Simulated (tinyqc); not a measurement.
# Disorder broadening of a flat band (such as a Landau level) in the self-consistent Born approximation: effects of single changes

The local Green function is G = g0(z - Sigma) with z = E + i eta and g0(z) = 1/z; the self-energy is Sigma = D G. The density of states is -Im G/pi.

Values chosen for this exercise:
- D = 0.34 eV^2 (variance of the random potential)
- eta = 0.067 eV (bare broadening)
- E = 0.034 eV (energy from the band centre)

Each table varies one quantity; the others keep the values above.

## Effect of the disorder strength

Sigma is iterated to self-consistency (retarded branch, Im Sigma < 0); first Born means Sigma = D g0(z) put once into G = g0(z - Sigma); clean means Sigma = 0. Closed form: G = (z - sqrt(z^2 - 4 D))/(2 D) with the root that gives Im G < 0; for eta -> 0 a semi-ellipse of half-width 2 sqrt(D).

The same in every row: DOS, clean (1/eV) = 3.778.

Effect of the disorder strength:
```
D (eV^2)  Re Sigma (eV)  Im Sigma (eV)  DOS, self-consistent (1/eV)  DOS, first Born (1/eV)
0.013           0.01216       -0.08421                        2.062                   1.383
0.023           0.01331        -0.1209                        1.674                  0.8554
0.04            0.01418        -0.1686                        1.342                  0.5128
0.07            0.01486        -0.2327                        1.058                  0.2988
0.12            0.01536        -0.3141                       0.8332                  0.1759
0.22            0.01579        -0.4364                       0.6315                 0.09644
0.38            0.01608        -0.5836                       0.4889                 0.05596
0.67            0.01630        -0.7855                       0.3732                 0.03178
1.2             0.01648         -1.062                       0.2818                 0.01776
```

|Im Sigma| rises from 0.0842 to 1.06 eV, as D^(0.63) between the first two rows and D^(0.52) between the last two (the golden rule gives power 1, broadening wider than the band power 1/2). First Born is 33 % below the self-consistent density of states in the first row and 0.063 times it in the last.

## Density of states across the band

Same model as above.

Density of states across the band:
```
E (eV)  Re Sigma (eV)  Im Sigma (eV)  DOS, self-consistent (1/eV)  DOS, first Born (1/eV)  DOS, clean (1/eV)
0                   0       -0.55056                      0.51543                0.061908             4.7509
0.14         0.065956       -0.54636                      0.51151                0.073319            0.88533
0.28          0.13173       -0.53359                      0.49955                 0.12490            0.25729
0.42          0.19710       -0.51165                      0.47901                 0.35355            0.11790
0.56          0.26171       -0.47939                      0.44881                  2.1313           0.067047
0.7           0.32496       -0.43474                      0.40701                 0.59379           0.043129
0.84          0.38546       -0.37383                      0.34998                 0.15653           0.030034
0.98          0.43901       -0.28840                      0.27001                0.070171           0.022103
1.12          0.46251       -0.15892                      0.14879                0.040095           0.016941
1.259         0.37992      -0.050997                     0.047743                0.026252           0.013417
1.399         0.30989      -0.026645                     0.024946                0.018622           0.010872
```

Read the table: what changes, and by how much?

The self-consistent density of states falls from 0.515 to 0.0249 1/eV. It drops to the tail left by eta beyond 2 sqrt(D) = 1.17 eV. By ratio, first Born differs most at E = 0 eV, where it is 0.12 times the self-consistent value.

Range of the model: The self-consistent Born approximation misses band tails from rare fluctuations and localisation.

Numbers from tinyqc (`OMP_NUM_THREADS=1 python tinyqc.py 2720036 2720037 out.jsonl`; about 0.01 s on one thread of a shared Intel Xeon 2.30GHz).
